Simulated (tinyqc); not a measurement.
Inside a calculation. Method: Pariser-Parr-Pople SCF with singles CI, for the molecule C=CC=CC=CC(=C)Cl (SMILES; centres numbered as the heavy atoms are written). Computed by tinyqc, a small Python program that keeps every step. Settings: charge = 0, gamma = Ohno, start = huckel, damping = 0.5, iteration cap = 82, excitations kept = 9. Command: `OMP_NUM_THREADS=1 python tinyqc.py 20452 20453 out.jsonl` (the two numbers bound the seeds that draw the settings). One thread of a shared host (Intel(R) Xeon(R) Processor @ 2.60GHz), about 0.04 s of CPU time with the checks. Later iterations appear only in the table of the cycle.

## PPP integrals

Centres (angstrom, eV; a flat drawing with bonds scaled to 1.40 angstrom):
```
centre,x,y,core charge z,W,gamma_rr
1C,4.569000,0.364000,1,11.160000,11.130000
2C,3.389000,-0.391000,1,11.160000,11.130000
3C,2.146000,0.253000,1,11.160000,11.130000
4C,0.967000,-0.501000,1,11.160000,11.130000
5C,-0.276000,0.143000,1,11.160000,11.130000
6C,-1.456000,-0.611000,1,11.160000,11.130000
7C,-2.699000,0.033000,1,11.160000,11.130000
8C,-3.878000,-0.721000,1,11.160000,11.130000
9Cl,-2.762000,1.432000,2,26.000000,13.000000
```

Resonance integrals (eV):
```
i,j,beta
1,2,-2.500000
2,3,-2.500000
3,4,-2.500000
4,5,-2.500000
5,6,-2.500000
6,7,-2.500000
7,8,-2.500000
7,9,-1.660000
```

Ohno: gamma = 14.399645/sqrt(R^2 + a^2), a = 2 x 14.399645/(gamma_rr + gamma_ss); H_rr = -W_r - sum_(s != r) z_s gamma_rs; H_rs = beta for bonds.

repulsion gamma_rs (eV), lower triangle:
```
,1C,2C,3C,4C,5C,6C,7C,8C,9Cl
1C,11.130000
2C,7.551343,11.130000
3C,5.238109,7.554085,11.130000
4C,3.669790,5.239866,7.555362,11.130000
5C,2.868666,3.670416,5.239866,7.554085,11.130000
6C,2.308006,2.868691,3.669996,5.238186,7.552910,11.130000
7C,1.948618,2.308235,2.868691,3.669542,5.238186,7.554085,11.130000
8C,1.671635,1.948889,2.308421,2.868691,3.669996,5.239866,7.555362,11.130000
9Cl,1.918953,2.206662,2.776206,3.297749,4.730441,5.328110,7.825864,5.327607,13.000000
```

core matrix H (eV), lower triangle:
```
,1C,2C,3C,4C,5C,6C,7C,8C,9Cl
1C,-40.254073
2C,-2.500000,-46.714849
3C,0.000000,-2.500000,-51.146944
4C,0.000000,0.000000,-2.500000,-53.551021
5C,0.000000,0.000000,0.000000,-2.500000,-56.415007
6C,0.000000,0.000000,0.000000,0.000000,-2.500000,-56.247961
7C,0.000000,0.000000,0.000000,0.000000,0.000000,-2.500000,-57.954449
8C,0.000000,0.000000,0.000000,0.000000,0.000000,0.000000,-2.500000,-47.078074
9Cl,0.000000,0.000000,0.000000,0.000000,0.000000,0.000000,-1.660000,0.000000,-59.411591
```

## Starting guess

pi electrons, sum of z_r less the charge = 10

Orbitals of the Hueckel matrix of the beta values.

P at the start, lower triangle:
```
,1C,2C,3C,4C,5C,6C,7C,8C,9Cl
1C,1.000000
2C,0.864172,1.000000
3C,0.000000,0.492299,1.000000
4C,-0.371873,0.000000,0.763805,1.000000
5C,0.000000,-0.100367,0.000000,0.520147,1.000000
6C,0.271506,0.000000,-0.344024,0.000000,0.776083,1.000000
7C,0.000000,0.027848,0.000000,-0.088089,0.000000,0.453461,1.000000
8C,-0.169101,0.000000,0.196950,0.000000,-0.285038,0.000000,0.738499,1.305987
9Cl,-0.112283,0.000000,0.130775,0.000000,-0.189265,0.000000,0.490364,-0.460824,1.694013
```

## Iteration 1: Fock matrix

F_rr = H_rr + P_rr gamma_rr / 2 + sum_(s != r) P_ss gamma_rs; F_rs = H_rs - P_rs gamma_rs / 2; E = tr P (H + F) / 2 + core repulsion sum_(r<s) z_r z_s gamma_rs.

F (eV), lower triangle:
```
,1C,2C,3C,4C,5C,6C,7C,8C,9Cl
1C,-5.670676
2C,-5.762828,-5.673875
3C,0.000000,-4.359435,-5.738136
4C,0.682347,0.000000,-5.385411,-5.726286
5C,0.000000,0.184194,0.000000,-4.464619,-5.919483
6C,-0.313319,0.000000,0.631284,0.000000,-5.430843,-5.622001
7C,0.000000,-0.032140,0.000000,0.161622,0.000000,-4.212742,-5.677770
8C,0.141338,0.000000,-0.227321,0.000000,0.523045,0.000000,-5.289815,-5.522361
9Cl,0.107733,0.000000,-0.181529,0.000000,0.447654,0.000000,-3.578760,1.227545,-13.358738
```

pi energy = -142.865349 eV

## Iteration 1: orbitals and new P

Diagonalise F (the basis is taken as orthonormal) and form P = 2 sum c c over the lowest orbitals; 0.5 of the old P is kept.

orbital energies (eV): -15.407210  -14.320342  -12.796023  -10.896976  -8.803234  -2.309857  0.306256  2.157886  3.160172

P after iteration 1, lower triangle:
```
,1C,2C,3C,4C,5C,6C,7C,8C,9Cl
1C,1.000593
2C,0.880231,0.999778
3C,-0.001085,0.464439,1.003302
4C,-0.362536,-0.000591,0.786140,0.998970
5C,0.002760,-0.087722,-0.004484,0.492756,1.012542
6C,0.247186,0.000952,-0.340163,-0.001631,0.796019,0.990478
7C,-0.001697,0.023872,0.002145,-0.078877,-0.002413,0.432736,1.001147
8C,-0.157134,0.000810,0.198568,-0.002894,-0.302855,0.012411,0.795124,1.202462
9Cl,-0.072897,-0.002338,0.090121,0.006173,-0.140525,-0.013266,0.402871,-0.388609,1.790729
```

## Iteration 2: Fock matrix

As before.

F (eV), lower triangle:
```
,1C,2C,3C,4C,5C,6C,7C,8C,9Cl
1C,-5.626763
2C,-5.823463,-5.618061
3C,0.002842,-4.254206,-5.662530
4C,0.665215,0.001549,-5.469785,-5.635025
5C,-0.003959,0.160988,0.011747,-4.361161,-5.827623
6C,-0.285254,-0.001365,0.624199,0.004272,-5.506129,-5.591294
7C,0.001654,-0.027551,-0.003076,0.144722,0.006321,-4.134461,-5.696574
8C,0.131335,-0.000789,-0.229189,0.004152,0.555738,-0.032515,-5.503726,-5.573190
9Cl,0.069943,0.002580,-0.125097,-0.010179,0.332372,0.035342,-3.236407,1.035179,-13.257639
```

pi energy = -143.384184 eV

## Iteration 2: orbitals and new P

As before.

orbital energies (eV): -15.193500  -14.195952  -12.735724  -10.993422  -8.916050  -2.189175  0.347321  2.175268  3.212532

P after iteration 2, lower triangle:
```
,1C,2C,3C,4C,5C,6C,7C,8C,9Cl
1C,1.001343
2C,0.892144,0.999449
3C,-0.001758,0.442889,1.004640
4C,-0.354608,-0.000429,0.803417,0.998006
5C,0.003478,-0.078507,-0.005863,0.471022,1.017009
6C,0.228508,0.001097,-0.335980,-0.001978,0.811467,0.987265
7C,-0.002063,0.020991,0.002696,-0.071923,-0.003260,0.416548,1.000765
8C,-0.145357,0.001132,0.195870,-0.003987,-0.312237,0.017787,0.831618,1.140956
9Cl,-0.048551,-0.003313,0.063929,0.009245,-0.107554,-0.022513,0.344186,-0.336525,1.850565
```

## Iteration 3: Fock matrix

As before.

F (eV), lower triangle:
```
,1C,2C,3C,4C,5C,6C,7C,8C,9Cl
1C,-5.604935
2C,-5.868444,-5.590698
3C,0.004604,-4.172812,-5.626257
4C,0.650669,0.001123,-5.535054,-5.592843
5C,-0.004989,0.144078,0.015361,-4.279071,-5.771018
6C,-0.263699,-0.001573,0.616522,0.005181,-5.564468,-5.581124
7C,0.002010,-0.024227,-0.003867,0.131962,0.008539,-4.073319,-5.694982
8C,0.121492,-0.001103,-0.226076,0.005719,0.572955,-0.046600,-5.641588,-5.599065
9Cl,0.046584,0.003655,-0.088740,-0.015244,0.254389,0.059975,-3.006778,0.896435,-13.194098
```

pi energy = -143.729552 eV

## Iteration 3: orbitals and new P

As before.

orbital energies (eV): -15.070208  -14.122017  -12.700383  -11.052757  -8.995864  -2.105450  0.370711  2.183253  3.237696

P after iteration 3, lower triangle:
```
,1C,2C,3C,4C,5C,6C,7C,8C,9Cl
1C,1.001904
2C,0.900944,0.999178
3C,-0.002101,0.426289,1.005001
4C,-0.347983,-0.000098,0.816670,0.997373
5C,0.003363,-0.071738,-0.005875,0.453883,1.017570
6C,0.214168,0.000971,-0.331851,-0.001843,0.823313,0.987122
7C,-0.001938,0.018886,0.002604,-0.066673,-0.003314,0.404031,0.999576
8C,-0.135037,0.001246,0.191504,-0.004321,-0.316804,0.019679,0.855391,1.104482
9Cl,-0.033370,-0.003676,0.046834,0.010730,-0.084922,-0.028972,0.304108,-0.298747,1.887794
```

## Convergence

Stop when output and input P, before any damping, agree to 1e-7.

Course of the cycle:
```
iteration,E (eV),largest |P(out) - P(in)|
1,-142.86534944,2.07e-01
2,-143.38418370,1.23e-01
3,-143.72955242,8.02e-02
4,-143.94557881,5.55e-02
5,-144.07601265,3.97e-02
6,-144.15303271,2.87e-02
7,-144.19783408,2.07e-02
8,-144.22361930,1.49e-02
9,-144.23834591,1.07e-02
10,-144.24670897,7.70e-03
11,-144.25143831,5.53e-03
...,...,...
42,-144.25752420,1.12e-06
43,-144.25752420,8.60e-07
44,-144.25752420,6.57e-07
45,-144.25752420,5.03e-07
46,-144.25752420,3.85e-07
47,-144.25752420,2.94e-07
48,-144.25752420,2.25e-07
49,-144.25752420,1.72e-07
50,-144.25752420,1.32e-07
51,-144.25752420,1.01e-07
52,-144.25752420,7.70e-08
```

Converged in 52 iterations.

## Converged orbitals

Charges are z - P_rr.

orbital energies (eV): -14.843878  -14.001126  -12.643770  -11.153752  -9.232314  -1.896021  0.389605  2.173566  3.235104

coefficients:
```
,MO1,MO2,MO3,MO4,MO5,MO6,MO7,MO8,MO9
1C,0.070456,0.261923,0.357308,0.385876,-0.387529,-0.406580,0.442499,-0.329485,0.173236
2C,0.125400,0.405394,0.424723,0.325482,-0.182830,0.196909,-0.415190,0.453572,-0.288604
3C,0.195433,0.476835,0.209584,-0.137092,0.415248,0.428622,-0.054403,-0.394469,0.396234
4C,0.257870,0.433239,-0.070013,-0.361383,0.331445,-0.355393,0.364002,0.202423,-0.447967
5C,0.335963,0.262285,-0.378953,-0.237033,-0.347913,-0.343591,-0.393390,0.135486,0.454242
6C,0.393490,0.069032,-0.412016,0.072656,-0.405909,0.435790,0.110787,-0.353312,-0.416636
7C,0.477975,-0.195562,-0.155037,0.399924,0.210684,0.176931,0.383990,0.468383,0.326797
8C,0.258335,-0.117607,-0.140672,0.479700,0.440933,-0.378898,-0.417133,-0.344197,-0.197670
9Cl,0.558316,-0.475761,0.534720,-0.379808,-0.097428,-0.055344,-0.088752,-0.089950,-0.056843
```

pi charges: 1C -0.000632, 2C 0.000351, 3C -0.001433, 4C 0.000901, 5C -0.004996, 6C 0.001203, 7C 0.009864, 8C -0.049782, 9Cl 0.044524

## Singles CI, singlets

Over the 9 single excitations with the smallest orbital gaps: A = (e_a - e_i) delta + 2 (ia|jb) - (ij|ab), with (pq|rs) = sum c_mp c_mq gamma_mn c_nr c_ns. f = 2/3 w |mu|^2 in atomic units, mu = sqrt2 sum c_ia sum_m c_mi c_ma R_m.

singlet CI matrix (eV), lower triangle:
```
,5>6,4>6,5>7,3>6,5>8,4>7,2>6,5>9,1>6
5>6,3.867369
4>6,0.071741,5.641295
5>7,-0.049636,-0.040158,5.953783
3>6,-0.129473,0.004256,0.067214,6.694813
5>8,0.141027,0.045773,-0.056503,-0.137617,7.321500
4>7,-0.802997,-0.291618,0.123916,0.451635,-0.443632,7.719557
2>6,-0.047109,0.120391,-0.042362,0.057181,-0.137051,0.053125,7.728693
5>9,0.013911,0.009676,0.221958,-0.074746,-0.056613,-0.047625,0.182685,7.879026
1>6,0.001220,0.110932,-0.022373,0.168455,0.056337,-0.035289,-0.302138,0.217016,8.602744
```

singlet excitation energies (eV): 3.704822  5.584953  5.912615  6.519743  7.067108  7.512708  8.025757  8.334329  8.746747

oscillator strengths: 1.981008  0.007512  0.000523  0.020205  0.063462  0.018603  0.007910  0.070947  0.019725

## Singles CI, triplets

Over the 9 single excitations with the smallest orbital gaps: A = (e_a - e_i) delta - (ij|ab), with (pq|rs) = sum c_mp c_mq gamma_mn c_nr c_ns.

triplet CI matrix (eV), lower triangle:
```
,5>6,4>6,5>7,3>6,5>8,4>7,2>6,5>9,1>6
5>6,1.988667
4>6,0.237752,4.392643
5>7,-0.157288,-1.330513,4.525208
3>6,-0.463325,-0.281581,-0.482250,5.766621
5>8,0.430190,-0.251143,-0.129621,0.677836,6.246499
4>7,-1.330513,-0.388243,0.108675,1.075988,-1.237632,6.548269
2>6,-0.229233,0.454499,0.241755,-0.170089,0.480549,0.388256,6.897961
5>9,-0.003526,0.084339,0.394438,0.208157,-0.079286,-0.205262,-0.464212,6.915222
1>6,0.098114,0.047709,0.034344,0.534702,-0.211147,-0.295060,-0.610432,-0.494654,7.990941
```

triplet excitation energies (eV): 1.602224  2.894988  3.914738  5.815361  6.168725  6.800371  7.498979  8.112490  8.464158
